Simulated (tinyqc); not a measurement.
Inside a calculation (part 2 of 2). Method: RHF in the sto-6g basis, for BeH2, spin multiplicity 1. Computed by tinyqc, a small Python program that keeps every step (integrals from PySCF). Command: `OMP_NUM_THREADS=1 python tinyqc.py 25925 25926 out.jsonl` (the two numbers bound the seeds that draw the settings). One thread of a shared host (Intel(R) Xeon(R) Processor @ 2.60GHz), about 0.2 s of CPU time with the checks.

Geometry (angstrom):
```
atom         x          y         z
Be    0.000000   0.000000  0.000000
H     0.000000   1.609000  0.038000
H     0.000000  -1.609000  0.038000
```

## Iteration 70 (converged): orbitals

converged F (hartree), order 1Be 1s, 1Be 2s, 1Be 2px, 1Be 2py, 1Be 2pz, 2H 1s, 3H 1s:
```
[[-4.604264, -1.250289, 0.000000, 0.000000, 0.000516, -0.198121, -0.198121],
 [-1.250289, -0.559111, 0.000000, 0.000000, -0.003720, -0.324524, -0.324524],
 [0.000000, 0.000000, 0.209881, -0.000001, 0.000000, 0.000000, 0.000000],
 [0.000000, 0.000000, -0.000001, -0.134963, -0.000001, -0.295762, 0.295762],
 [0.000516, -0.003720, 0.000000, -0.000001, 0.209765, -0.005418, -0.005417],
 [-0.198121, -0.324524, 0.000000, -0.295762, -0.005418, -0.225835, -0.012462],
 [-0.198121, -0.324524, 0.000000, 0.295762, -0.005417, -0.012462, -0.225835]]
```

X, order 1Be 1s, 1Be 2s, 1Be 2px, 1Be 2py, 1Be 2pz, 2H 1s, 3H 1s:
```
[[0.000000, -0.406774, 0.902880, 0.000000, -0.135720, 0.280000, 0.000000],
 [0.000000, 1.065811, -0.053124, 0.000000, -0.015543, 0.544905, 0.000000],
 [0.000000, 0.000000, 0.000000, 1.000000, 0.000000, 0.000000, 0.000000],
 [1.155133, 0.000000, 0.000000, 0.000000, 0.000000, 0.000000, 0.559649],
 [0.000000, 0.025401, 0.154403, 0.000000, 0.987749, 0.012362, 0.000000],
 [-0.826427, -0.659182, -0.318551, 0.000000, 0.048341, 0.354366, 0.391123],
 [0.826427, -0.659182, -0.318551, 0.000000, 0.048341, 0.354366, -0.391123]]
```

Diagonalise F' = X^T F X, C = X C', fill 3 alpha and 3 beta electrons from the bottom; D = 2 C_occ C_occ^T. Each column has its largest component positive (the first on a tie).

F' = X^T F X (hartree):
```
[[0.657832, 0.000000, 0.000000, 0.000000, 0.000000, 0.000000, 0.057025],
 [0.000000, 0.179837, 0.775911, 0.000000, -0.116356, 0.333242, 0.000000],
 [0.000000, 0.775911, -3.471129, 0.000000, 0.579612, -1.657514, 0.000000],
 [0.000000, 0.000000, 0.000000, 0.209881, 0.000000, 0.000000, -0.000001],
 [0.000000, -0.116356, 0.579612, 0.000000, 0.118438, 0.266522, -0.000001],
 [0.000000, 0.333242, -1.657514, 0.000000, 0.266522, -1.297754, 0.000000],
 [0.057025, 0.000000, 0.000000, -0.000001, -0.000001, 0.000000, -0.366513]]
```

orbital energies (hartree): [-4.605772, -0.412279, -0.369677, 0.209510, 0.209881, 0.337933, 0.660997]

coefficients C, order 1Be 1s, 1Be 2s, 1Be 2px, 1Be 2py, 1Be 2pz, 2H 1s, 3H 1s:
```
[[0.994795, -0.200692, 0.000000, 0.014481, 0.000000, -0.217654, 0.000000],
 [0.020555, 0.608729, 0.000000, -0.063454, 0.000000, 1.030019, 0.000000],
 [0.000000, 0.000000, 0.000001, 0.000000, 1.000000, 0.000000, 0.000000],
 [0.000000, 0.000000, 0.494780, -0.000001, 0.000000, 0.000000, 1.184369],
 [-0.000046, 0.005250, 0.000003, 0.997793, 0.000000, 0.068322, 0.000000],
 [-0.002525, 0.396404, 0.436317, 0.032775, -0.000001, -0.711119, -0.803484],
 [-0.002525, 0.396404, -0.436317, 0.032777, 0.000001, -0.711119, 0.803483]]
```

D after iteration 70, order 1Be 1s, 1Be 2s, 1Be 2px, 1Be 2py, 1Be 2pz, 2H 1s, 3H 1s:
```
[[2.059789, -0.203439, 0.000000, 0.000000, -0.002199, -0.164134, -0.164134],
 [-0.203439, 0.741946, 0.000000, 0.000000, 0.006390, 0.482501, 0.482501],
 [0.000000, 0.000000, 0.000000, 0.000001, 0.000000, 0.000001, -0.000001],
 [0.000000, 0.000000, 0.000001, 0.489614, 0.000002, 0.431761, -0.431761],
 [-0.002199, 0.006390, 0.000000, 0.000002, 0.000055, 0.004165, 0.004160],
 [-0.164134, 0.482501, 0.000001, 0.431761, 0.004165, 0.695029, -0.066460],
 [-0.164134, 0.482501, -0.000001, -0.431761, 0.004160, -0.066460, 0.695029]]
```

## Convergence

Stop when the energy changes by less than 1e-10 hartree and every element of the error matrix X^T (F D S - S D F) X is below 3e-06.

Course of the cycle:
```
iteration   E (hartree)     change  largest element of the error matrix
1          -11.02798711          -                             3.40e+00
2          -12.23125642  -1.20e+00                             2.38e+00
3          -13.16227253  -9.31e-01                             1.67e+00
4          -13.86046427  -6.98e-01                             1.17e+00
5          -14.37352563  -5.13e-01                             8.25e-01
6          -14.74545295  -3.72e-01                             5.80e-01
7          -15.01257401  -2.67e-01                             4.08e-01
8          -15.20318772  -1.91e-01                             2.87e-01
9          -15.33859201  -1.35e-01                             2.03e-01
10         -15.43447016  -9.59e-02                             1.43e-01
11         -15.50220608  -6.77e-02                             1.01e-01
12         -15.54998269  -4.78e-02                             7.14e-02
13         -15.58364249  -3.37e-02                             5.05e-02
14         -15.60733732  -2.37e-02                             3.58e-02
...                 ...        ...                                  ...
57         -15.66347821  -6.83e-09                             2.20e-05
58         -15.66347821  -4.83e-09                             1.87e-05
59         -15.66347822  -3.42e-09                             1.60e-05
60         -15.66347822  -2.42e-09                             1.36e-05
61         -15.66347822  -1.72e-09                             1.16e-05
62         -15.66347822  -1.22e-09                             9.90e-06
63         -15.66347822  -8.62e-10                             8.44e-06
64         -15.66347822  -6.12e-10                             7.20e-06
65         -15.66347822  -4.34e-10                             6.14e-06
66         -15.66347823  -3.08e-10                             5.23e-06
67         -15.66347823  -2.19e-10                             4.46e-06
68         -15.66347823  -1.55e-10                             3.80e-06
69         -15.66347823  -1.10e-10                             3.24e-06
70         -15.66347823  -7.83e-11                             2.77e-06
```

PySCF RHF in the same basis = -15.66347823 hartree

Converged in 70 iterations.

## Populations, bond orders and dipole

overlap S, order 1Be 1s, 1Be 2s, 1Be 2px, 1Be 2py, 1Be 2pz, 2H 1s, 3H 1s:
```
[[1.000000, 0.254764, 0.000000, 0.000000, 0.000000, 0.039530, 0.039530],
 [0.254764, 1.000000, 0.000000, 0.000000, 0.000000, 0.357468, 0.357468],
 [0.000000, 0.000000, 1.000000, 0.000000, 0.000000, 0.000000, 0.000000],
 [0.000000, 0.000000, 0.000000, 1.000000, 0.000000, 0.440058, -0.440058],
 [0.000000, 0.000000, 0.000000, 0.000000, 1.000000, 0.010393, 0.010393],
 [0.039530, 0.357468, 0.000000, 0.440058, 0.010393, 1.000000, 0.014581],
 [0.039530, 0.357468, 0.000000, -0.440058, 0.010393, 0.014581, 1.000000]]
```

Mulliken: Z minus the diagonal of D S on the atom; Loewdin: the same with S^(1/2) D S^(1/2); Mayer order: 2 sum_s sum (D(s) S)_ij (D(s) S)_ji over the two atoms.

Charges (e):
```
atom   Mulliken    Loewdin
1Be    0.100187   0.085296
2H    -0.050093  -0.042648
3H    -0.050093  -0.042648
```

Mayer bond orders:
```
pair     order
2-1   0.991044
3-1   0.991044
3-2   0.006447
```

dipole moment about the origin, x y z (debye): [0.000000, 0.000000, -0.108910]
